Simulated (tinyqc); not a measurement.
# Changing the anneal time t

Model: kinetics of strain relaxation and threading dislocations in mismatched semiconductor layers. Computed by tinyqc, a small Python program. Command: `OMP_NUM_THREADS=1 python tinyqc.py 3019581 3019582 out.jsonl threading sweep`. One thread of a shared host (Intel(R) Xeon(R) Processor @ 2.30GHz), about 0.01 s of CPU time with the checks.

60-degree dislocations on {111} planes of a (001) layer, isotropic elasticity. The Schmid factor is 1/sqrt(6), and a misfit segment relieves strain with b/2.

Inputs (values chosen for the exercise, modelled on Si(0.7)Ge(0.3) on Si): misfit f = 0.0116; shear modulus G = 60.8 GPa; Poisson ratio nu = 0.27; Burgers vector b = 3.89 angstrom; glide activation energy Q = 1.99 eV; velocity prefactor v0 = 30000 m/s per MPa; layer thickness h = 52 nm; anneal temperature T = 699 K; initial thread density rho_0 = 3.2e+06 1/cm^2; multiplication constant delta = 70000 1/m.

Sources: multiplication.

Constants: k_B = 8.617333262e-05 eV/K.

Method:
- Excess resolved stress tau = (1/sqrt 6) [2 G (1 + nu)/(1 - nu)] (e - e_eq), e_eq = b (1 - nu/4) [ln(h/b) + 1]/(4 pi (1 + nu) h), the Matthews-Blakeslee strain of an uncapped layer; glide velocity v = v0 tau exp(-Q/(k_B T)), tau in MPa.
- Threads run in two directions, so de/dt = -(b/4) rho v, and they multiply as d rho/dt = delta rho v. With x = e - e_eq, x0 = f - e_eq (fully strained at t = 0) and v = m S x (m the mobility, S x = tau): rho = rho_0 + (4 delta/b)(x0 - x), so dx/dt = -k x (a - x), k = delta m S, a = x0 + b rho_0/(4 delta): a logistic law, x = a/[1 + (a/x0 - 1) exp(k a t)].
- The half time is that at which x = x0/2.

One run for each value:
```
anneal time t (s)  share of the excess strain relieved (%)  strain left e  thread density (1/cm^2)
36                                              1.4903e-01       0.011587               4.1679e+06
63                                              2.8948e-01       0.011574               5.0801e+06
110                                             6.1033e-01       0.011545               7.1640e+06
200                                             1.6289e+00       0.011453               1.3779e+07
340                                             5.2512e+00       0.011126               3.7305e+07
600                                             2.8892e+01       0.008993               1.9085e+08
1100                                            9.4279e+01       0.003093               6.1552e+08
1900                                            9.9983e+01       0.002578               6.5257e+08
3300                                            1.0000e+02       0.002577               6.5268e+08
5800                                            1.0000e+02       0.002577               6.5268e+08
```

Over the rows, share of the excess strain relieved (%) rises from 0.149 to 100; strain left e falls from 0.0116 to 0.00258; thread density (1/cm^2) rises from 4.17e6 to 6.53e8. The curve is S-shaped: slow while threads breed, fast when both stress and density are high, slow again as the stress runs out.

Caution (rows 340, 600, 1100, 1900, 3300, 5800): blocking of threads by crossing misfit lines, left out here, leaves real layers with more strain.

Extremes, crossings and ranges named in words are read from the listed rows.
